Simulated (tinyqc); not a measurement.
Levels against anisotropy: donor in an ellipsoidal valley (Kohn-Luttinger variational method). Computed by tinyqc, a small Python program. Command: `OMP_NUM_THREADS=1 python tinyqc.py 3023010 3023011 out.jsonl kohnlutt walk`. One thread of a shared host (Intel(R) Xeon(R) Processor @ 2.30GHz), about 0.06 s of CPU time with the checks.

H = -(d^2/dx^2 + d^2/dy^2) - gamma d^2/dz^2 - 2/r in units built on m_t, with gamma = m_t/m_l and z along the valley axis. One valley; no valley-orbit or central-cell term.

Inputs (values chosen for the exercise, modelled on diamond): transverse mass m_t = 0.345 m_0; longitudinal mass m_l = 1.54 m_0; dielectric constant eps = 5.56.

Constants: Ry = 13.605693123 eV; a_0 = 0.529177210903 angstrom.

Method:
- Ry* = Ry m_t/eps^2, a* = a_0 eps/m_t, gamma = m_t/m_l.
- Trial function exp(-sqrt((x^2 + y^2)/a^2 + z^2/b^2)) with beta = b/a < 1: E = t/a^2 - u/a, t = (2 + gamma/beta^2)/3, u = 2 arcsin(sqrt(1 - beta^2))/sqrt(1 - beta^2); the best a is 2 t/u and E(beta) = -u^2/(4 t).
- The trial energy is minimised over beta by golden section from 0.05 to 0.999, 60 steps.
- Gaussian basis: g = P exp(-al (x^2 + y^2) - be z^2) with P = 1 (s-like), z (2p0) or x (2p+-); al = 0.004 x 2.6^k, k = 0..11, and be/al = 1, gamma^(-1/2) or 1/gamma (36 functions); 1/r = (2/sqrt(pi)) int exp(-t^2 r^2) dt by 48 Gauss-Legendre points after t = sqrt(al_i + al_j) tan(theta); overlap eigenvalues below 1e-10 are dropped.

gamma = 0.224026

Binding energies (Ry*):

| gamma | 1s, trial | 1s, Gaussians | 2p0 | 2p+- |
|---|---|---|---|---|
| 0.056 | 2.0495 | 2.0600 | 0.98421 | 0.36526 |
| 0.110 | 1.8034 | 1.8085 | 0.76054 | 0.34431 |
| 0.220 | 1.5441 | 1.5460 | 0.56120 | 0.31875 |
| 0.340 | 1.3820 | 1.3828 | 0.45401 | 0.30064 |
| 0.370 | 1.3508 | 1.3514 | 0.43486 | 0.29696 |
| 0.610 | 1.1701 | 1.1702 | 0.33277 | 0.27410 |
| 0.860 | 1.0508 | 1.0508 | 0.27341 | 0.25748 |

What does the comparison show, and why?

As gamma falls from 0.86 to 0.056, 1s deepens from 1.051 to 2.060 Ry*, on the way from the hydrogen value 1 to the two-dimensional limit 4; 2p+- moves from 0.257 to 0.365 (limits 1/4 and 4/9), while 2p0 climbs from 0.273 to 0.984 and joins 1s as gamma tends to 0. Near gamma = 1 the trial function is almost exact and can pass the Gaussian basis, whose own error is about 3e-5 Ry*. Caution: a* is only a few bond lengths, so central-cell and valley-orbit terms are large.

Extremes, crossings and ranges named in words are read from the listed rows.
